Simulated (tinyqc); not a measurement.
# One-sided p+-n junction, ionisation integral and breakdown: effects of single changes

A p+ layer at x < 0 and an n drift layer from x = 0. Depletion approximation, built-in voltage neglected. Local ionisation coefficients alpha_n = an exp(-(bn/E)^mx), alpha_p = ap exp(-(bp/E)^mx). Electrons move towards +x, holes towards x = 0.

Parameters, values chosen for the exercise; material values close to those of silicon: relative permittivity eps_r = 11.5; prefactor of the electron ionisation coefficient an = 6.58e5 1/cm; field constant for electrons bn = 1.25e6 V/cm; prefactor of the hole ionisation coefficient ap = 1.65e6 1/cm; field constant for holes bp = 2.01e6 V/cm; exponent mx = 1; electron mobility of the drift layer mu = 1260 cm^2/(V s); donor density of the drift layer N = 7.6e14 cm^-3.

Constants: q = 1.602176634e-19 C, eps0 = 8.8541878128e-14 F/cm where lengths are in cm. Results are converted to the units shown.

Each table varies one quantity; the others keep the values above.

## Multiplication against voltage

W = sqrt(2 eps0 eps_r V/(q N)), peak field E0 = q N W/(eps0 eps_r), falling linearly to 0 at W. G(x) = integral from 0 to x of (alpha_n - alpha_p); I_n = integral of alpha_n exp(-G) (electrons injected at x = 0), I_p = integral of alpha_p exp(G(end) - G) (holes injected at the far edge); M = 1/(1 - I). Integrals on a fine grid; BV is where I_n = 1. Here BV = 307.713 V; the Miller exponent is n = ln(1 - 1/M)/ln(V/BV).

Result of one run:

| V (V) | E0 (kV/cm) | I_n | I_p | M_n | M_p | Miller n, electrons | Miller n, holes |
|---|---|---|---|---|---|---|---|
| 265 | 252 | 0.808 | 0.282 | 5.20 | 1.39 | 1.43 | 8.46 |

What becomes of these results when the reverse voltage V is changed from 265 to 123 V, all else the same?

Result of the changed run:

| V (V) | E0 (kV/cm) | I_n | I_p | M_n | M_p | Miller n, electrons | Miller n, holes |
|---|---|---|---|---|---|---|---|
| 123 | 172 | 0.0685 | 0.00148 | 1.07 | 1.00 | 2.92 | 7.11 |

The whole series:

| V (V) | E0 (kV/cm) | I_n | I_p | M_n | M_p | Miller n, electrons | Miller n, holes |
|---|---|---|---|---|---|---|---|
| 123 | 172 | 0.0685 | 0.00148 | 1.07 | 1.00 | 2.92 | 7.11 |
| 154 | 192 | 0.172 | 0.00678 | 1.21 | 1.01 | 2.54 | 7.21 |
| 185 | 210 | 0.328 | 0.0227 | 1.49 | 1.02 | 2.19 | 7.44 |
| 215 | 227 | 0.510 | 0.0620 | 2.04 | 1.07 | 1.88 | 7.76 |
| 246 | 243 | 0.701 | 0.161 | 3.34 | 1.19 | 1.59 | 8.17 |
| 265 | 252 | 0.808 | 0.282 | 5.20 | 1.39 | 1.43 | 8.46 |
| 283 | 260 | 0.897 | 0.480 | 9.73 | 1.92 | 1.30 | 8.77 |
| 295 | 266 | 0.950 | 0.684 | 20.0 | 3.17 | 1.21 | 8.98 |
| 303 | 269 | 0.982 | 0.868 | 56.2 | 7.60 | 1.16 | 9.14 |

M_n rises from 1.074 to 56.2 and M_p from 1.001 to 7.60; both diverge at BV. The Miller exponent for electrons falls from 2.92 to 1.16 and that for holes rises from 7.11 to 9.14, so one exponent describes neither over the whole range. The larger multiplication belongs to electrons, whose coefficient at the peak field of the last row is 6.71 times the other.

## Effect of the drift doping

Same model as above.

Specific on-resistance Ron = W/(q mu N) with constant mobility and full ionisation.

Result of one run:

| N (cm^-3) | BV (V) | E0 at BV (kV/cm) | W at BV (um) | Ron (mohm cm^2) | BV^2/Ron (MW/cm^2) | eps0 eps_r mu E0^3/4 (MW/cm^2) |
|---|---|---|---|---|---|---|
| 2.3e14 | 746 | 232 | 64.2 | 138 | 4.02 | 4.02 |

What becomes of these results when the donor density of the drift layer N is changed from 2.3e14 to 3.2e15 cm^-3, all else the same?

Result of the changed run:

| N (cm^-3) | BV (V) | E0 at BV (kV/cm) | W at BV (um) | Ron (mohm cm^2) | BV^2/Ron (MW/cm^2) | eps0 eps_r mu E0^3/4 (MW/cm^2) |
|---|---|---|---|---|---|---|
| 3.2e15 | 112 | 335 | 6.66 | 1.03 | 12.1 | 12.1 |

The whole series:

| N (cm^-3) | BV (V) | E0 at BV (kV/cm) | W at BV (um) | Ron (mohm cm^2) | BV^2/Ron (MW/cm^2) | eps0 eps_r mu E0^3/4 (MW/cm^2) |
|---|---|---|---|---|---|---|
| 6.3e13 | 2.02e3 | 200 | 202 | 1.59e3 | 2.56 | 2.56 |
| 1.2e14 | 1.22e3 | 215 | 114 | 470 | 3.19 | 3.19 |
| 2.3e14 | 746 | 232 | 64.2 | 138 | 4.02 | 4.02 |
| 4.5e14 | 452 | 253 | 35.7 | 39.3 | 5.19 | 5.19 |
| 8.6e14 | 281 | 276 | 20.4 | 11.7 | 6.74 | 6.74 |
| 1.7e15 | 173 | 304 | 11.4 | 3.31 | 9.04 | 9.04 |
| 3.2e15 | 112 | 335 | 6.66 | 1.03 | 12.1 | 12.1 |
| 6.1e15 | 72.4 | 373 | 3.88 | 0.315 | 16.6 | 16.6 |

BV falls from 2020 to 72.4 V while the critical field rises from 200 to 373 kV/cm. BV goes as N^(-0.77) between the first two rows and N^(-0.67) between the last two (a coefficient proportional to E^7 gives -0.75 without punch-through). Ron goes as BV^(2.56) over the table; the last two columns agree since BV = E0 W/2 and N = eps0 eps_r E0/(q W).

Computed by the program tinyqc: `OMP_NUM_THREADS=1 python tinyqc.py 2120121 2120122 out.jsonl`, one thread of a shared Intel Xeon 2.30GHz, about 0.07 s for the whole run.
